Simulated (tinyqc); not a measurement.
Illuminated p-n diode, drift-diffusion by the Gummel loop with Scharfetter-Gummel fluxes: one step of the calculation.

Abrupt junction at x = 0, p side from -Lp, n side to Ln, ohmic contacts. psi is counted from the intrinsic level; n = ni exp((psi - phin)/Vt), p = ni exp((phip - psi)/Vt). Contacts: p side psi = V - Vt ln(Na/ni), p = Na, n = ni^2/Na; n side psi = Vt ln(Nd/ni), n = Nd, p = ni^2/Nd. Constant mobilities, D = mu Vt, Boltzmann statistics, SRH recombination through a mid-gap level, U = (n p - ni^2)/(tp (n + ni) + tn (p + ni)). Current is positive from the p contact to the n contact.

Task. Poisson equation. With phin and phip held, solve a_i (psi_(i+1) - psi_i) - a_(i-1) (psi_i - psi_(i-1)) + q w_i (p_i - n_i + C_i) = 0 for the inner nodes by Newton steps to convergence; a_i = eps0 eps_r/h_i, h_i = x_(i+1) - x_i, w_i = (h_(i-1) + h_i)/2, C = -Na or +Nd.

Inputs (values chosen for the exercise); band and dielectric values those of a made-up semiconductor: temperature T = 300 K; relative permittivity eps_r = 10.6; acceptor density of the p side Na = 3.3e15 cm^-3; donor density of the n side Nd = 1.3e17 cm^-3; bias of the p contact V = 0.42 V.

Constants: q = 1.602176634e-19 C, kB = 1.380649e-23 J/K, Vt = kB T/q, eps0 = 8.8541878128e-14 F/cm where lengths are in cm. Results are converted to the units shown.

```
node  x (nm)  phin at the start (V)  phip at the start (V)
0      -1800                   0.42                   0.42
1       -866                      0                   0.42
2       -406                      0                   0.42
3       -180                      0                   0.42
4      -68.3                      0                   0.42
5      -13.5                      0                   0.42
6       13.5                      0                   0.42
7       63.2                      0                   0.42
8        155                      0                   0.42
9        323                      0                   0.42
10       632                      0                   0.42
11      1200                      0                      0
```

ni = 2.7368965e9 cm^-3

Wanted: psi; n after Poisson; p after Poisson.

Result.

```
node  psi (V)  n after Poisson (cm^-3)  p after Poisson (cm^-3)
0     0.05800                   2269.9                3.3000e15
1     0.05808                2.5875e10                3.2910e15
2     0.06306                3.1380e10                2.7136e15
3     0.14311                6.9412e11                1.2268e14
4     0.28500                1.6788e14                5.0722e11
5     0.38161                7.0474e15                1.2083e10
6     0.44872                9.4489e16                 9.0120e8
7     0.45670                1.2869e17                 6.6169e8
8     0.45696                1.2999e17                 6.5510e8
9     0.45697                1.3000e17                 6.5503e8
10    0.45697                1.3000e17                 6.5503e8
11    0.45697                1.3000e17                   57.620
```

tinyqc, about 0.8 s, one thread, Intel Xeon 2.30GHz (shared host): `OMP_NUM_THREADS=1 python tinyqc.py 2240133 2240134 out.jsonl`
